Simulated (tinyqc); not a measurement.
Single-oscillator infrared dielectric function of a polar cubic crystal: one step, computed by the program tinyqc. Command: `OMP_NUM_THREADS=1 python tinyqc.py 3030014 3030015 out.jsonl infrared walk`. One thread of a shared host (Intel(R) Xeon(R) Processor @ 2.30GHz), about 0.01 s of CPU time with the checks.

One ion pair, charges +Z* and -Z*, in a cell of volume Omega = a^3/4. Frequencies omega are given as wavenumbers (1/cm); eps_s is the static dielectric constant.

Problem. Coupled plasmon-LO modes. Without damping eps(omega) = 0 gives omega^4 - (omega_LO^2 + omega_p^2) omega^2 + omega_p^2 omega_TO^2 = 0, with roots L- and L+.

Inputs (values chosen for the exercise, modelled on cubic silicon carbide): omega_TO = 787 1/cm.

Structure: zinc blende. Free carriers: present.

omega_p = 140.2089 1/cm

omega_LO = 958.0744 1/cm

Give: lower coupled mode L-; upper coupled mode L+.

Solution.

lower coupled mode L- = 114.77 1/cm

upper coupled mode L+ = 961.45 1/cm

With omega_p well below omega_LO, L+ is phonon-like and L- is a plasmon screened by eps_s. Caution: gamma_p is not small against omega_p, so the plasmon is strongly damped and a plasmon-like coupled mode marks no sharp feature.
